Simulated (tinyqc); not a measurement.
Atomic layer deposition: Langmuir saturation, growth per cycle and coating of deep features: one step, computed by the program tinyqc.

Precursor A sticks only on free sites, so a long enough pulse saturates; co-reactant B then frees the sites again.

Question. Exposure for a deep feature. Diffusion-limited filling (Gordon) of a round hole of diameter w: a saturation front at depth z needs dz/dt = D_K n/(z (4q/w)), with Knudsen D_K = w c/3 and F = n c/4; including the entrance and floor terms, t = (q/F)(1 + 19a/4 + 3a^2/2). Reaction-limited filling needs ln(100)/k_a at any depth, k_a = beta F/q. Flow is molecular. The front picture holds when the modulus a sqrt(beta) is well above 1. Depth reached by the given pulse: solve the same formula for a. Exposure = p x diffusion-limited time; 1 langmuir = 1.33322e-4 Pa s.

Inputs (values chosen for the exercise, modelled on zinc oxide from diethylzinc and water):

| quantity | value | unit |
|---|---|---|
| site density q | 7.2 | 1/nm^2 |
| sticking probability beta on free sites | 0.0006 | - |
| precursor pressure p | 0.57 | Pa |
| temperature T | 175 | C |
| pulse time t | 0.62 | s |
| aspect ratio a | 29 | - |

Feature: round hole.

flux F = 6370.833 1/(nm^2 s)

Give: diffusion-limited time; exposure; modulus; aspect ratio reached by the front in time t.

Answer.

diffusion-limited time = 1.5825 s

exposure = 6765.7 langmuir

modulus = 0.71035

aspect ratio reached by the front in time t = 17.589

Caution: the modulus is not well above 1 or the Gordon time is under three times ln(100)/k_a, so there is no sharp front: the Gordon time is only a lower bound and the reaction time must be met as well. Caution: the pulse is shorter than ln(100)/k_a, so even the open surface is not saturated and the depth reached has no meaning. Caution: the depth reached is formal here: it is under 2/sqrt(beta), so no sharp front has formed.
